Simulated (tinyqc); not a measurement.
Gain against electron density: polytypes and stacking faults of a tetrahedral semiconductor in an axial Ising model with couplings up to third neighbours. Computed by tinyqc, a small Python program. Command: `OMP_NUM_THREADS=1 python tinyqc.py 3020320 3020321 out.jsonl polytype walk`. One thread of a shared host (Intel(R) Xeon(R) Processor @ 2.30GHz), about 0.01 s of CPU time with the checks.

Each double layer has s = +1 or -1 for the sense of its stacking step; E per pair of atoms = E0 - sum_n J_n <s_i s_(i+n)>, n = 1, 2, 3. Hexagonality h = (1 - <s_i s_(i+1)>)/2.

Inputs (values chosen for the exercise, for a model crystal): J1 = 1.94 meV/pair; J2 = -3.8 meV/pair; J3 = -0.35 meV/pair; basal lattice constant a = 3.08 angstrom; binding energy of the fault level E_b = 0.25 eV; in-plane mass m = 0.49 m0; effective density of states N_c at 300 K = 1.1e+19 1/cm^3; temperature T = 1200 K.

Host polytype: 4H.

Constants: 1 eV/angstrom^2 = 16.02176634 J/m^2; m_0 = 9.1093837015e-31 kg; hbar = 1.054571817e-34 J s; k_B = 1.380649e-23 J/K; k_B = 8.617333262e-05 eV/K.

Method. Faults in 4H: the sequences single Shockley (31) (+++-), double Shockley (62) (++++++--), Frank-type (32) (+++--) are put between perfect repeats; k_n = (layers x C_n of the host) - sum_i s_i s_(i+n). gamma = sum k_n J_n/A, A = (sqrt 3/2) a^2; 1 meV/angstrom^2 = 16.02177 mJ/m^2. The fault binds electrons in a two-dimensional band E_b below the conduction edge, g2 = m m0/(pi hbar^2) for one valley. With the Fermi level held by the bulk, eta = ln[n/N_c(T)], N_c(T) = N_c (T/300)^1.5, the grand potential falls by g2 (k_B T)^2 F1(x), x = eta + E_b/(k_B T), F1(x) = integral from 0 to infinity of ln(1 + exp(x - t)) dt; sheet density g2 k_B T ln(1 + e^x). Band bending by the trapped charge is left out, so the gain is an upper bound.

fault coefficients k_n, rows single Shockley (31), double Shockley (62), Frank-type (32), columns J1, J2, J3:
$$\begin{pmatrix}
0 & -4 & 0 \\
-4 & -8 & 0 \\
-1 & -2 & 3
\end{pmatrix}$$

energy of the glide fault, single Shockley (31) = 29.6430 mJ/m^2

At T:
```
n (1/cm^3)        x  sheet density (1/cm^2)  gain (mJ/m^2)  gain/gamma  gain/gamma at T + 200 K
1.00e+14    -11.270              2.6985e+08     4.4708e-05  1.5082e-06               1.1533e-06
1.00e+15     -8.967              2.6983e+09     4.4706e-04  1.5082e-05               1.1533e-05
1.00e+16     -6.665              2.6968e+10     4.4694e-03  1.5077e-04               1.1531e-04
1.00e+17     -4.362              2.6814e+11     4.4566e-02  1.5034e-03               1.1512e-03
1.00e+18     -2.060              2.5398e+12     4.3358e-01  1.4627e-02               1.1333e-02
5.00e+18     -0.450              1.0438e+13     1.9542e+00  6.5924e-02               5.3189e-02
2.00e+19      0.936              2.6815e+13     6.0448e+00  2.0392e-01               1.7806e-01
```

For x well below 0 the gain is k_B T times the sheet density and linear in n; for x well above 0 the well fills and the gain grows only about as x^2. It stays below the fault energy in all rows; 200 K more changes it by a factor 0.76 at 1e16.
